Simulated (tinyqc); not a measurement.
Energy against coordination: Gupta-type many-body potential for a metal. Computed by tinyqc, a small Python program. Command: `OMP_NUM_THREADS=1 python tinyqc.py 3009536 3009537 out.jsonl gupta walk`. One thread of a shared host (Intel(R) Xeon(R) Processor @ 2.30GHz), about 0.01 s of CPU time with the checks.

E_i = sum_j A exp(-p (r_ij/r0 - 1)) - xi rho_i^gamma, with rho_i = sum_j exp(-2 q (r_ij/r0 - 1)); gamma = 1/2 is the tight-binding second-moment form. The crystal is fcc unless stated; d is the neighbour distance and a fixed number of shells is kept.

Inputs (values chosen for the exercise, modelled on lead): repulsion A = 0.0966 eV; hopping xi = 0.931 eV; decay p = 9.69; decay q = 3.55; reference distance r0 = 3.501 angstrom; embedding exponent gamma = 0.5.

Method. Nearest neighbours only, z equal bonds relaxed to their best length: r/r0 = 1 + ln[A p z^(1 - gamma)/(2 q gamma xi)]/(p - 2 q gamma), E = z A exp(-p (r/r0 - 1)) - xi [z exp(-2 q (r/r0 - 1))]^gamma.

Relaxed bonds:
```
z   r (angstrom)  E per atom (eV)  E/z (eV)
1         2.7817          -1.2234   -1.2234
2         2.9793          -1.4160   -0.7080
3         3.0949          -1.5424   -0.5141
4         3.1769          -1.6389   -0.4097
6         3.2925          -1.7852   -0.2975
8         3.3745          -1.8969   -0.2371
9         3.4081          -1.9446   -0.2161
12        3.4901          -2.0662   -0.1722
```

Bonds lengthen from 2.782 to 3.490 angstrom between z = 1 and 12, and |E| grows as z^0.211, the exponent gamma (p - 2q)/(p - 2 q gamma) = 0.211; pair bonds would give z^1 at a fixed length.

Extremes, crossings and ranges named in words are read from the listed rows.
